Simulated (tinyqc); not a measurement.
Rutherford backscattering from a thin compound film on silicon: kinematics, yields, composition and thickness: one step, computed by the program tinyqc. Command: `OMP_NUM_THREADS=1 python tinyqc.py 3012734 3012735 out.jsonl rbs walk`. One thread of a shared host (Intel(R) Xeon(R) Processor @ 2.30GHz), about 0.01 s of CPU time with the checks.

Singly charged helium ions (Z1 = 2, M1 = 4.0026 u) enter at the tilt angle a1 to the normal and leave at a2 = |180 - theta - tilt| in the same plane. The film is A B_x.

Question. Kinematics. Kinematic factor K = [(sqrt(M^2 - M1^2 sin^2 theta) + M1 cos theta)/(M + M1)]^2. Surface edges lie at K E0; substrate silicon has M = 28.09 u. Mass resolution at M_A = resolution/(E0 dK/dM).

Inputs (values chosen for the exercise, modelled on a helium beam on WSi2): beam energy E0 = 2 MeV; scattering angle theta = 160 degrees; heavy element: mass M_A = 183.8 u; light element: mass M_B = 28.09 u; detector resolution (FWHM) = 11 keV.

Give: kinematic factors; surface edges; mass resolution at M_A.

Answer.

kinematic factors: A 0.91898, B 0.57311, Si 0.57311

surface edges (keV): A 1838.0, B 1146.2, Si 1146.2

mass resolution at M_A = 13.015 u

K flattens for heavy targets, so masses within 13.0 u of A cannot be told apart.
